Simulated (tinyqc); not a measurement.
Worked calculation: delta-doped layer in the Thomas-Fermi potential. Values are carried at full precision from step to step, so a last printed digit may differ when a step is redone from the rounded ones.

All donors ionised in the plane z = 0, zero temperature, energies from the Fermi level EF of the Thomas-Fermi model, which lies at the bulk band edge; c = hbar^2/2m0, q = e^2/(4 pi eps0). gv = 4 equivalent valleys, m_d = sqrt(m3^3/mz) in the plane. With n = (gv/3 pi^2)(m3 (-V)/c)^(3/2) and V'' = -(4 pi q/eps) n for z > 0, the solution is V = -b/(|z| + z0)^4 with sqrt(b) = 20/K, K = (4 pi q/eps)(gv/3 pi^2)(m3/c)^(3/2), and z0^5 = 4b/(e F0), e F0 = 2 pi q N/eps; 1e13/cm^2 = 1e-3/angstrom^2. Exchange and correlation are left out.

Constants: hbar^2/2m0 = 3.80998211 eV angstrom^2; e^2/(4 pi eps0) = 14.39964547 eV angstrom.

Values chosen for the exercise (near those of a delta-doped layer in Ge; shifted at random, so the results belong to these values and not to a real crystal): m3 = 0.214 m0 (density-of-states mass of a valley); mz = 0.12 m0 (mass along z); eps = 15.9 (dielectric constant); N = 1.5 x 1e13/cm^2 (donor sheet density).

## The Thomas-Fermi well

Give K, b, e F0, z0 and the depth b/z0^4.

K = 0.020466 eV^(-1/2) angstrom^-2
b = 9.5495e+05 eV angstrom^4
e F0 = 0.0085354 eV/angstrom
z0 = 53.72 angstrom
depth = 0.1146 eV

Half of the electrons lie within |z| < (2^(1/5) - 1) z0 = 8.0 angstrom. The mean donor spacing in the plane is 25.8 angstrom, against a Bohr radius 0.529177 eps/m3 = 39.3 angstrom: the spacing is not small against it, so the smeared sheet is a crude model.

## Profile

V = -b/(|z| + z0)^4, n and the share of electrons beyond |z|, (z0/(|z| + z0))^5, at z = 0, 0.1, 0.25, 0.5, 1 and 2 times z0; n = (eps/(4 pi q)) 20 b/(|z| + z0)^6, q = e^2/(4 pi eps0), 1/angstrom^3 = 1e24/cm^3.

Profile:
```
z (angstrom)   V (eV)  n (1e19/cm^3)  share beyond
0.0           -0.1146           6.98         1.000
5.4           -0.0783           3.94         0.621
13.4          -0.0470           1.83         0.328
26.9          -0.0226          0.613         0.132
53.7          -0.0072          0.109         0.031
107.4         -0.0014        0.00958         0.004
```

## Subbands

Subbands solve -(c/m_z) psi'' + V psi = E psi on 1280 points of spacing z0/80; up to ten levels for each group, kept if bound with an rms width below 2.5 z0.

List the bound levels with their rms width.

Subbands:
```
label  valleys g  m_d (m0)   E (eV)  rms z (angstrom)
0              4    0.2858  -0.0342              26.3
```

## Filling the subbands

At zero temperature n_i = g m_d (mu - E_i)/(2 pi c) for E_i < mu, c = hbar^2/2m0; find mu from sum n_i = N (1e13/cm^2 = 1e-3/angstrom^2).

mu = -0.0027 eV

n_i in the order of the list (1e13/cm^2): [1.500]

1 subband filled in part, the lowest with 100 % of the electrons. The potential was built for a Fermi level at 0; filling its quantised levels puts mu 2.4 % of the depth below that; with so few subbands the Thomas-Fermi picture is crude, and a close match would be chance.

## Estimate from a V-shaped well

Near z = 0 the well is -depth + e F0 |z|, whose levels are a (c (e F0)^2/m_z)^(1/3) with a = 1.018793 (even) and 2.338107 (odd); c = hbar^2/2m0, m_z = mz.

levels 0 and 1 (eV): [0.0201, 0.1946]

Level 0 comes out 54 meV too high, since screening flattens the true well away from the plane, and both levels land above the rim at 0.

## Checks

- Integral of the Thomas-Fermi density against N, 1e13/cm^2: both 1.500.
- Lowest level on a finer grid (z0/200), eV: both -0.034.

(tinyqc, `OMP_NUM_THREADS=1 python tinyqc.py 1281563 1281564 out.jsonl`, Intel(R) Xeon(R) Processor @ 2.30GHz, 1 thread, shared host, about 0.08 s.)
